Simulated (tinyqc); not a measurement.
# From one set of inputs to another, one input at a time

Model: finite-size error of a charged defect in a periodic cell: Madelung and Makov-Payne terms. Computed by tinyqc, a small Python program. Command: `OMP_NUM_THREADS=1 python tinyqc.py 3026810 3026811 out.jsonl imagecharge ladder`. One thread of a shared host (Intel(R) Xeon(R) Processor @ 2.30GHz), about 0.08 s of CPU time with the checks.

L is the cube root of the cell volume. The defect charge is a Gaussian, rho(r) = q (2 pi sigma^2)^(-3/2) exp(-r^2/2 sigma^2), repeated periodically in a uniform neutralising background and screened by a continuum. The model cell energy is E(L) = E_0 + [periodic - isolated electrostatic energy].

The inputs printed are set A. Inputs not listed in the table keep their values of set A, so the rows need not describe a real material.

Inputs (values chosen for the exercise, with screening close to that of diamond):

| quantity | value | unit |
|---|---|---|
| charge q | 3 | e |
| cell length L | 18.1 | angstrom |
| dielectric constant eps | 5.85 | - |
| axis ratio c/a | 0.913 | - |
| width sigma of the defect charge | 2 | angstrom |
| formation energy of the isolated defect E_0 | 4.928 | eV |

Supercell lattice: tetragonal. Screening: isotropic.

Constants: e^2/(4 pi eps_0) = 14.39964548 eV angstrom.

Method:
- Cell vectors: (1,0,0), (0,1,0), (0,0,c/a), scaled to volume L^3.
- Ewald sum for a unit point charge: scale each Cartesian component of the cell by 1/sqrt(eps_i), giving R', G' and V'; E = [ (1/2) sum erfc(eta R')/R' + (2 pi/V') sum exp(-G'^2/4 eta^2)/G'^2 - eta/sqrt(pi) - pi/(2 V' eta^2) ] e^2/(4 pi eps_0) / sqrt(eps_x eps_y eps_z), over n_i = -6..6, omitting n = (0,0,0), eta = 2/V'^(1/3). alpha = -2 E eps_g L/(e^2/(4 pi eps_0)), eps_g = (eps_x eps_y eps_z)^(1/3).
- Periodic energy of the Gaussian: (2 pi q^2/V) sum_(G != 0) exp(-sigma^2 G^2)/(G.eps.G) x e^2/(4 pi eps_0), n_i = -k..k with k = max(9, L/sigma rounded up). Isolated energy: q^2/(2 sqrt(pi) sigma) <1/(n.eps.n)> e^2/(4 pi eps_0), the mean over directions n, here 1/eps.

Each row keeps all changes above it:

| input moved | from | to | finite-size error (eV) | Madelung constant alpha | isolated energy (eV) |
|---|---|---|---|---|---|
| set A | - | - | -1.6376 | 2.8294 | 3.1247 |
| dielectric constant eps | 5.85 | 11.3 | -0.8478 | 2.8294 | 1.6176 |
| cell length L (angstrom) | 18.1 | 11.2 | -1.2438 | 2.8294 | 1.6176 |
| width sigma of the defect charge (angstrom) | 2 | 1.8 | -1.2825 | 2.8294 | 1.7974 |
| axis ratio c/a | 0.913 | 1.14 | -1.2780 | 2.8206 | 1.7974 |

Finite-size error goes from -1.64 to -1.28, +0.36 in all. The largest single move comes from dielectric constant eps (+0.79), and cell length L works against it (-0.396). Madelung constant alpha goes from 2.83 to 2.82, a factor 0.9969 in all. The largest single move comes from axis ratio c/a (a factor 0.9969). Isolated energy goes from 3.12 to 1.80, a factor 0.575 in all. The largest single move comes from dielectric constant eps (a factor 0.518), and width sigma of the defect charge works against it (a factor 1.11). The single moves hold for this order of the switches; the total does not depend on the order.

Extremes, crossings and ranges named in words are read from the listed rows.
